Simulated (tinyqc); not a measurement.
From results to parameters: two-site tight-binding chain. Computed by the program tinyqc.

Problem. A two-site chain has site energies +delta (A) and -delta (B) and hoppings t1 > t2 > 0, so E = +/- sqrt(delta^2 + |t1 + t2 exp(-ika)|^2). Find delta, t1 and t2.

upper band at k = 0 = 4.026475 eV
upper band at the zone edge = 1.166748 eV
weight of the upper band on site A at the zone edge = 0.855690

Solution. The weight on A is (1 + delta/E)/2, which gives delta; then t1 + t2 = sqrt(E(0)^2 - delta^2) and t1 - t2 = sqrt(E(edge)^2 - delta^2).

delta, t1, t2 (eV): 0.830  2.380  1.560
